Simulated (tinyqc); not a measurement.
Geometry optimisation on the PBE/6-31g surface (energies and gradients from PySCF), for H3+, spin multiplicity 1, step by step. One step of it, computed by the program tinyqc.

Task: Step 1: move. Quasi-Newton step p = -H^(-1) g (first H = 1 times the unit matrix); steps longer than 0.5 bohr are cut back.

positions at the start (bohr):
```
            x          y          z
1H  -0.062361  -0.013228   0.000000
2H  -0.011338  -0.034015   1.536347
3H   0.062361   0.079368  -1.407846
```

gradient (hartree/bohr):
```
              x            y            z
1H   0.00568503   0.00341447  -0.03514452
2H  -0.00112851  -0.00037179  -0.00404104
3H  -0.00455652  -0.00304269   0.03918555
```

Give: positions after step 1.

Result:

positions after step 1 (bohr):
```
         x       y       z
1H  -0.068  -0.017   0.035
2H  -0.010  -0.034   1.540
3H   0.067   0.082  -1.447
```
